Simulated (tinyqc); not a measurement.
Inside a calculation. Method: tight binding, honeycomb lattice. One step of it, computed by the program tinyqc.

Problem. Levels at k. Diagonalise the Hermitian matrix.

H(k) at k (eV):
```
,A,B
A,1.725184,-1.267463-2.078197i
B,-1.267463+2.078197i,-1.696024
```

Give: eigenvalues; weights |c|^2 of the basis functions.

Solution.

eigenvalues (eV): -2.9606  2.9897

weights |c|^2 of the basis functions:
```
,band 1,band 2
A,0.2125,0.7875
B,0.7875,0.2125
```
